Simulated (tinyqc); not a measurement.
Inside a calculation: ellipsoidal valleys in the axes of a wafer and a channel. Values are carried at full precision from step to step, so a last printed digit may differ when a step is redone from the rounded ones.

Valleys with axes a along x, y and z, two valleys each; inverse mass tensor w = 1/mt + (1/ml - 1/mt) a a. Device axes: z = nz/|nz|, x = nx/|nx|, y = z cross x; in them a = (ax, ay, az). Confinement mass mz = 1/w_zz. In the plane w_ij is replaced by u_ij = w_ij - w_iz w_jz/w_zz (i, j = x, y); density-of-states mass md = 1/sqrt(det u); conductivity mass along x mc = 1/u_xx; ballistic transport mass mx = u_yy/det u, width mass my = 1/u_yy.

Constants: hbar^2/2m0 = 3.80998211 eV angstrom^2; kB = 8.617333262e-05 eV/K.

Parameters, chosen for this exercise (near those of the Delta valleys of Si; shifted at random, so the results belong to these values and not to a real crystal):
- ml = 0.915 m0 (longitudinal mass)
- mt = 0.197 m0 (transverse mass)
- nz = (1, 1, 1) (surface normal (confinement))
- nx = (1, 1, -2) (channel direction)
- t = 3.2 nm (thickness of the film)
- T = 77 K (temperature)

## Device axes and valley axes

Give the rows x, y, z in cubic components and each valley axis in device components.

device axes:
```
     [100]   [010]    [001]
x   0.4082  0.4082  -0.8165
y  -0.7071  0.7071   0.0000
z   0.5774  0.5774   0.5774
```

valley axes:
```
        ax       ay      az
x   0.4082  -0.7071  0.5774
y   0.4082   0.7071  0.5774
z  -0.8165   0.0000  0.5774
```

## Tensors of the valley x

Form w and the reduced tensor u.

w (1/m0):
```
         x       y        z
x   4.4123  1.1499  -0.9389
y   1.1499  3.0845   1.6262
z  -0.9389  1.6262   3.7484
```

u (1/m0):
```
        x       y
x  4.1771  1.5572
y  1.5572  2.3791
```

The axis is tilted against the normal, so w_xz or w_yz is not zero and the reduction changes the masses in the plane.

## Masses of all valleys

Give mz, md, mc, mx and my.

Masses (m0):
```
valley      mz      md      mc      mx      my
x       0.2668  0.3648  0.2394  0.3167  0.4203
y       0.2668  0.3648  0.2394  0.3167  0.4203
z       0.2668  0.3648  0.6757  0.6757  0.1970
```

mz md^2 = ml mt^2 = 0.03551 for every valley, so a heavy confinement mass comes with a small density of states. On this face all axes make the same angle with the normal.

## Subbands and shares in a film

Hard walls: E_n = c (n pi/t)^2/mz, c = hbar^2/2m0, n = 1, 2, 3. Non-degenerate share of a valley proportional to md sum_n exp(-E_n/kT); mean 1/mc = sum of share/mc. 1 nm = 10 angstrom.

Give the ladders, the shares and the mean conductivity mass.

Subbands:
```
valley  E1 (meV)  E2 (meV)  E3 (meV)  share
x          137.6     550.6    1238.8  0.333
y          137.6     550.6    1238.8  0.333
z          137.6     550.6    1238.8  0.333
```

mean mc = 0.3051 m0

The lowest ladder (x, y and z) holds 100 % of the electrons in these valleys: all valleys have the same mz and md on this face, though not always the same mc.

## Checks

- mz md^2 against ml mt^2: they agree to 1e-10 or better.
- mx my against md^2: they agree to 1e-10 or better.

(tinyqc, `OMP_NUM_THREADS=1 python tinyqc.py 1850665 1850666 out.jsonl`, Intel(R) Xeon(R) Processor @ 2.30GHz, 1 thread, shared host, about 0.01 s.)
